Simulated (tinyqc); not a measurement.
## Polycrystalline film, grain-boundary barriers (Seto model): effect of the grain size

One-dimensional grains of size Lg with donors N; each boundary has Qt acceptor-like traps per area at one level Et below the band edge. Trapped electrons qt deplete a width w = qt/N (both sides together) and raise a barrier Vb = q N w^2/(8 eps0 eps_r). Current crosses the barriers by thermionic emission at small bias. Abrupt depletion, full ionisation, Boltzmann statistics.

Partly depleted grains: the density at the grain centre is n0 = N and qt = Qt/(1 + 2 (Nc/N) exp((Vb - Et)/Vt)). If that gives qt >= N Lg, the grains are fully depleted: qt = N Lg, w = Lg and n0 = 2 Nc exp((Vb - Et)/Vt)/(Qt/(N Lg) - 1). Resistivity: barriers rb = Vt exp(Vb/Vt)/(q n0 vc Lg), grain interior rg = (1 - w/Lg)/(q mg N); effective mobility 1/(q N (rb + rg)).

Inputs (values chosen for the exercise); values close to those of polycrystalline silicon:
```
symbol,value,unit,meaning
T,400,K,temperature
eps_r,11.7,,relative permittivity of the semiconductor
Qt,3.2e12,cm^-2,trap density at a boundary
N,6.9e17,cm^-3,donor density
mg,350,cm^2/(V s),mobility inside a grain
vc,9.3e6,cm/s,collection velocity at the barrier
Nc,4.31e19,cm^-3,conduction-band density of states at T
Et,0.6,eV,trap level below the band edge
```

Constants: q = 1.602176634e-19 C, kB = 1.380649e-23 J/K, Vt = kB T/q, eps0 = 8.8541878128e-14 F/cm where lengths are in cm. Results are converted to the units shown.

Results:

| Lg (nm) | w/Lg | Vb (V) | n0 (cm^-3) | resistivity (ohm cm) |
|---|---|---|---|---|
| 6 | 1.000 | 0.004802 | 4.058e11 | 1.092e5 |
| 9.8 | 1.000 | 0.01281 | 9.232e11 | 3.708e4 |
| 16 | 1.000 | 0.03415 | 3.370e12 | 1.155e4 |
| 42 | 1.000 | 0.2353 | 2.102e16 | 241.6 |
| 68 | 0.6741 | 0.2803 | 6.900e17 | 16.78 |
| 110 | 0.4167 | 0.2803 | 6.900e17 | 10.38 |
| 180 | 0.2547 | 0.2803 | 6.900e17 | 6.354 |

Estimate the missing row, Lg = 26 nm.

Computed row:

| Lg (nm) | w/Lg | Vb (V) | n0 (cm^-3) | resistivity (ohm cm) |
|---|---|---|---|---|
| 26 | 1.000 | 0.09017 | 4.148e13 | 2935 |

With this row back in the table: As Lg goes from 6 to 180 nm, the barrier rises from 0.00480 to 0.280 V and the resistivity falls from 1.09e5 to 6.35 ohm cm. The grains are fully depleted in 5 of the 8 rows. For Lg = 6 to 16 nm the barrier is under 2 Vt, where the depletion and emission pictures are rough.

Program tinyqc, `OMP_NUM_THREADS=1 python tinyqc.py 2610046 2610047 out.jsonl`; Intel Xeon 2.30GHz, shared host, one thread, about 0.01 s.
